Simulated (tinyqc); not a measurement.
Hot electrons in a saturated n-channel MOSFET, lucky-electron model: one step of the calculation.

Beyond pinch-off the lateral field grows as Esat cosh(y/l) over the velocity-saturated region (pseudo-two-dimensional model). Impact ionisation in this region gives the substrate current, which biases the body forward through Rsub. Currents are per width. Local-field laws: they overstate ionisation when the field peak is narrower than an energy relaxation length.

Question. Body bias from the substrate current. Cox = 3.9 eps0/tox. Overdrive g = Vg - VT + kb Vb; Vdsat = g Esat L/(g + Esat L); Id = Cox vs (g - Vdsat); dV = Vd - Id Rd - Vdsat; Em = sqrt((dV/l)^2 + Esat^2); Isub = Id (Ai/Bi) l Em exp(-Bi/Em). Vb(new) = Rsub Isub.

Inputs (values chosen for the exercise); values close to those of silicon n-channel devices:
- L = 0.5 um (channel length)
- tox = 13 nm (oxide thickness)
- VT = 0.72 V (threshold)
- vs = 7.7e6 cm/s (saturation velocity)
- Ai = 2e6 1/cm (ionisation prefactor)
- Bi = 1.74 MV/cm (ionisation field)
- Rd = 400 ohm um (resistance of the lightly doped drain)
- Rsub = 19000 ohm um (substrate resistance)
- kb = 0.38 (fall of VT per volt of forward body bias)
- Vd = 3.8 V (drain voltage)
- Vg = 1.9 V (gate voltage)

Constants: eps0 = 8.8541878128e-14 F/cm where lengths are in cm. Results are converted to the units shown.

Vb after iteration 1 = 0.065444188 V
l = 76.485293 nm
Esat = 0.045294118 MV/cm

Wanted: Vdsat; Id; dV; Em; Isub; Vb after iteration 2.

Answer.

Vdsat = 0.7865 V
Id = 85.58 uA/um
dV = 2.979 V
Em = 0.3922 MV/cm
Isub = 3.491 uA/um
Vb after iteration 2 = 0.06632 V

Numbers from tinyqc (`OMP_NUM_THREADS=1 python tinyqc.py 2550104 2550105 out.jsonl`; about 0.01 s on one thread of a shared Intel Xeon 2.30GHz).
